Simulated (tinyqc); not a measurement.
Hubbard chain of 2 sites, step by step. Computed by tinyqc, a small Python program that keeps every step. Settings: hopping = 1.81, U = 6.0, mixing = 1, iteration cap = 52. Command: `OMP_NUM_THREADS=1 python tinyqc.py 23797 23798 out.jsonl` (the two numbers bound the seeds that draw the settings). One thread of a shared host (Intel(R) Xeon(R) Processor @ 2.60GHz), about 0.1 s of CPU time with the checks. Later iterations appear only in the table of the cycle.

## Mean-field iteration 1

one-body matrix (hopping and site energies) (eV):
```
          1         2
1   0.00000  -1.81000
2  -1.81000   0.00000
```

U = 6.00000 eV

electrons, up and down: 1  1

mixing = 1

n(up) at the start (a guess, not normalised): 1 0.50000, 2 0.50000

n(down) at the start (a guess): 1 0.50000, 2 0.50000

H(up) = T + U n(down), H(down) = T + U n(up); fill the lowest levels; n(new) = n + mixing (n(out) - n); E = tr T (rho up + rho down) + U sum n_up n_down of the output.

levels, up (eV): 1.19000  4.81000

levels, down (eV): 1.19000  4.81000

energy = -0.62000 eV

n(up) after iteration 1: 1 0.50000, 2 0.50000

n(down) after iteration 1: 1 0.50000, 2 0.50000

## Convergence

Each step fills the lowest levels of T + U n(other spin) and sets n(new) = n + mixing (n(out) - n); stop when output and input agree to 1e-8.

Course of the cycle:
```
iteration      E (eV)  largest |n(out) - n(in)|  mean |n_up - n_down|
1          -0.6200000                  1.11e-16               0.00000
```

local moments n_up - n_down: 1 0.00000, 2 0.00000

Converged in 1 iterations. But random starts reach -1.09203 eV, so this is another stationary point, not the lowest one. Reruns (cap 100 unless said): mixing 0.2: converged in 1 to a higher stationary point (E = -0.62000); mixing 0.5: converged in 1 to a higher stationary point (E = -0.62000); mixing 0.9: converged in 1 to a higher stationary point (E = -0.62000). Before convergence this energy mixes input and output and is not variational, so it may rise towards its limit.

## The many-body Hamiltonian

Basis: all placements (u, d, 2, 0 on each site), up operators ordered before down ones; hops carry the sign of the same-spin electrons passed.

H (eV), lower triangle:
```
          20        ud        du       02
20   6.00000
ud  -1.81000   0.00000
du  -1.81000   0.00000   0.00000
02   0.00000  -1.81000  -1.81000  6.00000
```

## Exact diagonalisation (4 states)

Lowest levels of the sector, and the double occupancy of the lowest state.

lowest levels (eV): -1.70153  0.00000  6.00000  7.70153

double occupancy per site = 0.09048

The mean-field solution above lies 1.0815 eV above the exact energy.
